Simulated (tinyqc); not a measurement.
Cyclotron masses against the field direction: averaged masses of warped heavy- and light-hole bands.

Four-band hole energies E = c k^2 f(u), c = hbar^2/2m0, f = g1 -/+ 2 sqrt(g2^2 + 3 (g3^2 - g2^2) s), s = ux^2 uy^2 + uy^2 uz^2 + uz^2 ux^2 for the unit vector u; minus for heavy, plus for light holes; the mass along u is 1/f.

Parameters, chosen for this exercise (out of a larger set: near those of Ge; not measured data): g1 = 13.4 (Luttinger gamma1); g2 = 4.27 (gamma2); g3 = 5.66 (gamma3).

For the central orbit m_cyc is the mean of 1/f(u) over the directions u normal to B (360 points on the circle). B lies in the (1-10) plane at the angle from [001]; 54.7 degrees is [111], 90 is [110].

Masses (m0):

| angle (degrees) | heavy | light |
|---|---|---|
| 0.0 | 0.2779 | 0.0434 |
| 15.0 | 0.2935 | 0.0430 |
| 45.0 | 0.3647 | 0.0416 |
| 54.7 | 0.3694 | 0.0415 |
| 70.0 | 0.3653 | 0.0417 |
| 90.0 | 0.3618 | 0.0421 |

Give the missing row, angle (degrees) = 30.0.

Computed row:
```
angle (degrees)   heavy   light
30.0             0.3329  0.0422
```

The heavy mass is smallest at 0 and largest at 54.7 degrees of the angles listed, a spread of 33 %; the light mass varies by 4.7 %. The orbit normal to [001] has s between 0 and 1/4, the orbit normal to [111] has s = 1/4 all round, which gives 1/(g1 - sqrt(g2^2 + 3 g3^2)) = 0.3694. This is the classical limit; low Landau levels of holes depart from it.

(tinyqc, `OMP_NUM_THREADS=1 python tinyqc.py 1080023 1080024 out.jsonl`, Intel(R) Xeon(R) Processor @ 2.30GHz, 1 thread, shared host, about 0.03 s.)
